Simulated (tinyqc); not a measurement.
Moments against temperature: two-sublattice mean-field magnet: ferrimagnet, compensation points and susceptibility. Computed by tinyqc, a small Python program. Command: `OMP_NUM_THREADS=1 python tinyqc.py 3028456 3028457 out.jsonl ferri walk`. One thread of a shared host (Intel(R) Xeon(R) Processor @ 2.30GHz), about 0.01 s of CPU time with the checks.

A random alloy A(1-x)B(x) with H = -sum over pairs J S_i.S_j. a = <S_A> and b = <S_B> are taken along z, a > 0. Exchange fields: h_A = (1 - x) zJ_AA a + x zJ_AB b, h_B = (1 - x) zJ_AB a + x zJ_BB b; a = S_A B_(S_A)(S_A h_A/(k_B T)) and likewise for b, with the Brillouin function B_S(y) = [(2S + 1)/(2S)] coth[(2S + 1) y/(2S)] - [1/(2S)] coth[y/(2S)].

Inputs (values chosen for the exercise, for a model ferrimagnet):
```
quantity               value  unit
spin S_A                 1.5     -
spin S_B                 1.5     -
g factor g_A             2.2     -
g factor g_B               2     -
fraction x of B sites   0.13     -
z J_AA                  18.9   meV
z J_BB                   2.4   meV
z J_AB                  -3.6   meV
T over T_c               0.8     -
```

Constants: k_B = 8.617333262e-05 eV/K.

Method:
- Linearised, T (a, b) = M (a, b) with M_ij = S_i (S_i + 1) c_j zJ_ij/(3 k_B), c_A = 1 - x, c_B = x. T_c is the larger eigenvalue, and its eigenvector gives b/a at onset, (T_c - M_AA)/M_AB.
- Repeat from a = S_A, b = -S_B until a and b change by less than 1e-10.
- Net moment m = (1 - x) g_A a + x g_B b in mu_B per site; net spin s = (1 - x) a + x b.

T_c = 239.827 K

Sublattices:
```
T/T_c   T (K)    a/S_A   -b/S_B  m (mu_B)
0.05    11.99  1.00000  0.99547    2.4828
0.15    35.97  0.99981  0.84381    2.5414
0.30    71.95  0.98746  0.56461    2.6148
0.45   107.92  0.94229  0.38662    2.5545
0.60   143.90  0.85748  0.27072    2.3562
0.72   172.68  0.75234  0.19983    2.0820
0.84   201.45  0.59449  0.13608    1.6537
0.92   220.64  0.43228  0.09056    1.2057
0.97   232.63  0.26921  0.05355    0.7520
```

At 0.45 T_c A keeps 0.94 and B 0.39 of saturation. |m| first rises, to 2.615 at 0.3 T_c, because the minority sublattice falls faster (type P).
